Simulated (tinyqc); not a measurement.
Inside a calculation: free and nearly free electrons in a metal. Values are carried at full precision from step to step, so a last printed digit may differ when a step is redone from the rounded ones.

The cubic cell holds 4 atoms: n = 4 z/a^3, kF = (3 pi^2 n)^(1/3), EF = c kF^2/m, vF = 2 c kF/(m hbar), c = hbar^2/2m0; rs = (3/(4 pi n))^(1/3)/a0; D(EF) = 3 n/(2 EF).

Constants: hbar^2/2m0 = 3.80998211 eV angstrom^2; hbar = 6.58211957e-16 eV s; a0 (Bohr radius) = 0.5291772105 angstrom; kB = 8.617333262e-05 eV/K.

Values chosen for the exercise (near those of Ca; not measured data): a = 5.624 angstrom (fcc lattice constant); z = 2 (free electrons an atom); m = 1 m0 (mass); rho = 3.75 micro-ohm cm (bulk resistivity); T = 300 K; V = 0.56 eV (|V_G| for G = (111)); x = 0.78 (k along G as a share of |G|/2).

## The Fermi sphere

Evaluate the free-electron quantities.

n = 0.04497 1/angstrom^3
kF = 1.1002 1/angstrom
EF = 4.611 eV
vF = 1.274e+06 m/s
rs = 3.296
D(EF) per atom = 0.6506 1/eV

## Relaxation time and mean free path

Drude: 1/rho = n e^2 tau/(m m0) with e = 1.602176634e-19 C and m0 = 9.1093837e-31 kg; mean free path l = vF tau; rho l = hbar kF/(n e^2) = 12 pi^3 hbar/(e^2 S) with S = 4 pi kF^2 does not depend on tau or m.

Use SI units: n in 1/m^3 (1e30 per 1/angstrom^3), rho in ohm m (1e-8 per micro-ohm cm).

tau = 21.04 fs
l = 26.80 nm
rho l = 10.050 1e-16 ohm m^2

Wires lose conductivity to surfaces and grain boundaries, with an excess that scales as rho l over the width and is of the order of rho itself at a width of l = 27 nm.

## Thermal quantities

gamma = (pi^2/3) kB^2 D(EF) per atom, times 96485.33 x 1e3 for mJ/(mol K^2); mu(T) = EF (1 - (pi kB T/EF)^2/12); Wiedemann-Franz kappa = L0 T/rho with L0 = (pi^2/3) (kB/e)^2, kB/e in V/K.

gamma = 1.533 mJ/(mol K^2)
mu - EF = -0.1192 meV
kappa = 195 W/(m K)

## The sphere against the zone faces

Take G = (hkl) 2 pi/a for (111), (200) and (220), with the number of equivalent faces. The Bragg plane of G lies at |G|/2 with |G| = (2 pi/a) sqrt(h^2 + k^2 + l^2). Where kF exceeds it, the sphere cuts the plane in a circle of radius sqrt(kF^2 - G^2/4).

Distance and circle for each G:
```
G      faces  |G|/2 (1/angstrom)  kF/(|G|/2)  circle radius
(111)      8              0.9675      1.1371         0.5237
(200)      6              1.1172      0.9847              -
(220)     12              1.5800      0.6963              -
```

The sphere crosses the (111) faces, so electrons spill into higher zones.

## Two plane waves near the face

Two plane waves k and k - G, G = (111) (2 pi/a): H = [[c k^2/m, V], [V, c (k - G)^2/m]] with c = hbar^2/2m0.

Build H for k along G, diagonalise, and give the weight of the first wave in the lower state and its velocity along G relative to a free electron, (w k + (1 - w)(k - G))/k.

H (eV):
```
        1       2
1  2.1699  0.5600
2  0.5600  5.3085
```

levels (eV): 2.0730  5.4054

w = 0.9709
v/v_free = 0.9254

The splitting is 3.332 eV here and 2V = 1.12 eV on the face, where the normal velocity vanishes. There the lower band lies at 3.007 eV and the upper at 4.127 eV, both below the free EF of 4.611 eV: the face centre is filled in both bands and band 2 holds electrons here, while band 1 may keep holes at the zone corners.

## Checks

- Lower level against the closed form of the 2 x 2 problem (eV): both 2.0730.
- The product rho l against hbar kF/(n e^2) (1e-16 ohm m^2): both 10.05.

Program tinyqc; command `OMP_NUM_THREADS=1 python tinyqc.py 1651426 1651427 out.jsonl`; about 0.01 s on one thread of a shared Intel(R) Xeon(R) Processor @ 2.30GHz.
